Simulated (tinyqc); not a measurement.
Crystal pulling from the melt: segregation, interface stability, heat balance and point-defect regime: one step, computed by the program tinyqc.

A dilute solute; steady pulling with a flat interface unless it is found unstable.

Task: Boundary layer and effective coefficient. delta = 1.61 D^(1/3) nu^(1/6) omega^(-1/2), omega = 2 pi rpm/60; k_eff = k0/[k0 + (1 - k0) exp(-V delta/D)] (Burton, Prim and Slichter); the melt at the interface is enriched by k_eff/k0.

Inputs (values chosen for the exercise, for a model semiconductor):
```
quantity                      value    unit
equilibrium coefficient k0   0.0021       -
diffusivity in the melt D   0.00022  cm^2/s
kinematic viscosity nu       0.0038  cm^2/s
crystal rotation                  8     rpm
pull rate V                    0.74  mm/min
```

Give: boundary layer delta; V delta/D; k_eff; enrichment at the interface.

Result:

boundary layer delta = 419.5 micrometre

V delta/D = 0.2352

k_eff = 0.002655

enrichment at the interface = 1.264

k_eff has moved 0.1 % of the way from k0 to 1. A 10 % ripple of V gives striations of 2.35 % in C_s, since d ln k_eff/d ln V = (1 - k_eff) V delta/D.
